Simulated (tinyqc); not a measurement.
Bias dependence of the times: oxide trap near a transistor channel: two-state multiphonon kinetics, telegraph noise and bias instability. Computed by tinyqc, a small Python program. Command: `OMP_NUM_THREADS=1 python tinyqc.py 3015135 3015136 out.jsonl oxidetrap walk`. One thread of a shared host (Intel(R) Xeon(R) Processor @ 2.30GHz), about 0.01 s of CPU time with the checks.

An n-channel device under positive gate bias. The trap is empty (state 1) or holds an electron (state 2); both states are parabolas of equal curvature, and the electron reservoir is taken at the Fermi level of the channel.

Inputs (values chosen for the exercise, with an insulator like Si3N4 on silicon):

| quantity | value | unit |
|---|---|---|
| trap depth x from the interface | 0.37 | nm |
| tunnel barrier phi_b | 2.03 | eV |
| tunnelling mass m_ox | 0.43 | m_0 |
| trap level above E_F at zero field E_t | 0.3 | eV |
| relaxation energy E_R | 1.6 | eV |
| oxide field F | 4.9 | MV/cm |
| attempt rate k_0 at the interface | 3e+12 | 1/s |
| temperature T | 450 | K |

Parts treated: one trap.

Constants: hbar^2/(2 m_0) = 3.80998212 eV angstrom^2; k_B = 8.617333262e-05 eV/K.

Method. kappa = sqrt(2 m_ox phi_b)/hbar = sqrt(m_ox phi_b/(hbar^2/2m_0)); attenuation length lambda = 1/(2 kappa); factor exp(-x/lambda) for a rectangular barrier. E_21 = E_t - e F x is the energy of state 2 over state 1; barriers E_c = (E_R + E_21)^2/(4 E_R), E_e = E_c - E_21; tau_c = exp(E_c/k_B T)/(k_0 P), tau_e = exp(E_e/k_B T)/(k_0 P), P the tunnelling factor; occupation f_2 = tau_e/(tau_c + tau_e); 1/tau_0 = 1/tau_c + 1/tau_e.

tunnelling factor = 0.0289544

Against field:

| F (MV/cm) | E_21 (eV) | tau_c (s) | tau_e (s) | f_2 |
|---|---|---|---|---|
| 0.00 | 0.30000 | 2.3899e-05 | 1.0436e-08 | 4.3647e-04 |
| 1.47 | 0.24561 | 1.0517e-05 | 1.8671e-08 | 1.7722e-03 |
| 2.94 | 0.19122 | 4.7396e-06 | 3.4211e-08 | 7.1665e-03 |
| 3.92 | 0.15496 | 2.8231e-06 | 5.1910e-08 | 1.8056e-02 |
| 4.90 | 0.11870 | 1.6995e-06 | 7.9603e-08 | 4.4744e-02 |
| 5.88 | 0.08244 | 1.0340e-06 | 1.2337e-07 | 1.0660e-01 |
| 7.35 | 0.02805 | 5.0051e-07 | 2.4281e-07 | 3.2666e-01 |

ln(tau_c/tau_e) falls by e x/k_B T = 0.954 per MV/cm, which measures the depth x if the change of surface potential with bias is left aside. Over these rows tau_c shortens by 1.68 decades and tau_e lengthens by 1.37; the shares differ because E_21 is not small against E_R.
